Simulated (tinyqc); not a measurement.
Tunnelling through a gate dielectric, WKB transmission and Tsu-Esaki current: effect of the tunnelling mass m1.

Electrons leave the emitter at x = 0. Energies E (motion across the layers) are in eV from the emitter Fermi level; the collector Fermi level lies at -V and offers states at every E. No charge in the dielectric and no image force: F1 = V/t1, U = phi1 - F1 x. With C = hbar^2/(2 m0), kappa = sqrt(m (U - E)/C) where U > E and 0 elsewhere; T(E) = exp(-S), S = 2 times the integral of kappa over x.

Each layer adds (2/F) sqrt(m/C) [G(u at its left edge) - G(u at its right edge)] to S, with u = U - E (0 where negative) and G(u) = (2/3) u^1.5. J = J0 times the integral of T(E) N(E) dE, N = ln[(1 + exp(-E/Vt))/(1 + exp((-E - V)/Vt))], J0 = q^2 me m0 kB T/(2 pi^2 hbar^3) (times 1e-4 for A/cm^2 per eV), from E = -Ef to far above the barrier (T = 1 there), by quadrature converged to the digits shown.

Parameters, values chosen for the exercise; dielectric values close to those of hafnium oxide:
```
symbol  value  unit                                                        meaning
T         300     K                                                    temperature
Ef       0.25    eV              Fermi energy of the emitter above its band bottom
me          1    m0                            emitter mass in the supply function
phi1     1.51    eV  barrier of layer 1 above the emitter Fermi level at zero bias
t1        5.4    nm                                           thickness of layer 1
V         2.8     V                                  voltage across the dielectric
```

Constants: q = 1.602176634e-19 C, kB = 1.380649e-23 J/K, hbar = 1.054571817e-34 J s, m0 = 9.1093837015e-31 kg, Vt = kB T/q, hbar^2/(2 m0) = 0.0380998212 eV nm^2. Results are converted to the units shown.

Effect of the tunnelling mass m1:

| m1 (m0) | S at E = 0 | T(E = 0) | J (A/cm^2) | mean E of the current (eV) |
|---|---|---|---|---|
| 0.12 | 8.468 | 2.101e-4 | 3.291e4 | -0.1154 |
| 0.15 | 9.467 | 7.734e-5 | 1.080e4 | -0.1092 |
| 0.2 | 10.93 | 1.788e-5 | 2136 | -0.09987 |
| 0.25 | 12.22 | 4.920e-6 | 518.3 | -0.09147 |
| 0.31 | 13.61 | 1.228e-6 | 114.4 | -0.08230 |
| 0.4 | 15.46 | 1.931e-7 | 15.59 | -0.06989 |
| 0.5 | 17.28 | 3.114e-8 | 2.232 | -0.05748 |
| 0.63 | 19.40 | 3.748e-9 | 0.2409 | -0.04285 |

Read the table: what changes, and by how much?

J falls from 32900 to 0.241 A/cm^2. S goes as m1^(0.50): kappa is proportional to the square root of the mass.

Program tinyqc, `OMP_NUM_THREADS=1 python tinyqc.py 2540174 2540175 out.jsonl`; Intel Xeon 2.30GHz, shared host, one thread, about 0.03 s.
